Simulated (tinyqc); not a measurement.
Off-state leakage of single and stacked transistors: course of the iteration.

n-channel devices of unit width. Subthreshold current I(Vg, Vs, Vd) = I0 (T/300 K)^0.5 exp[(Vg - Vs - VT(T) - gb (Vs - Vb) + dd (Vd - Vs))/(nf Vt)] (1 - exp(-(Vd - Vs)/Vt)), VT(T) = VT - cT (T - 300 K). Gate-edge tunnelling Ig (Vd/1 V) exp(ag (Vd - 1 V)), for a gate at 0 V, and band-to-band leakage Ab u exp(-Bb/u), u = Vd - Vb + 1 V, flow at a drain held at V; both are taken as independent of T. In a stack of off transistors (all gates at 0 V) the same subthreshold current passes through each.

Start: Vx = dd V/(1 + gb + 2 dd), the solution for Vx well above Vt, rounded to three decimals.

Stack of two, Vx the node between them: I_low = I(0, 0, Vx), I_up = I(0, Vx, V), f = ln(I_up/I_low), f' = -(1 + gb + 2 dd)/(nf Vt) - 1/(Vt (exp(Vx/Vt) - 1)) - 1/(Vt (exp((V - Vx)/Vt) - 1)), Vx(new) = Vx - f/f'.

Stop when the step is below 1e-11 V, or after 40 iterations.

Values chosen for this exercise; values of the order met in bulk silicon logic transistors:
- T = 300 K (temperature)
- V = 1.1 V (supply voltage)
- VT = 0.48 V (threshold at 300 K, zero drain and body bias)
- cT = 0.6 mV/K (fall of the threshold with temperature)
- I0 = 0.76 uA/um (current at threshold at 300 K)
- nf = 1.35 (slope factor)
- dd = 0.18 (drain-induced lowering per volt)
- gb = 0.1 (rise of the threshold per volt of source-body bias)
- Vb = 0 V (body voltage)

Constants: q = 1.602176634e-19 C, kB = 1.380649e-23 J/K, Vt = kB T/q. Results are converted to the units shown.

Course of the iteration:
```
iteration,Vx before the step (V),step (V)
1,0.136,-2.58e-4
2,0.135742,6.23e-9
3,0.135742,-1.11e-16
```

Did this iteration meet its convergence test, and what does its course show?

Yes. Converged in 3 iterations. The subthreshold current of the stack is 0.001620 nA/um, 145 times less than that of one transistor (the drain leakage is unchanged); the estimate exp[dd V (1 + gb + dd)/((1 + gb + 2 dd) nf Vt)] gives 145.

Program tinyqc, `OMP_NUM_THREADS=1 python tinyqc.py 2242037 2242038 out.jsonl`; Intel Xeon 2.30GHz, shared host, one thread, about 0.03 s.
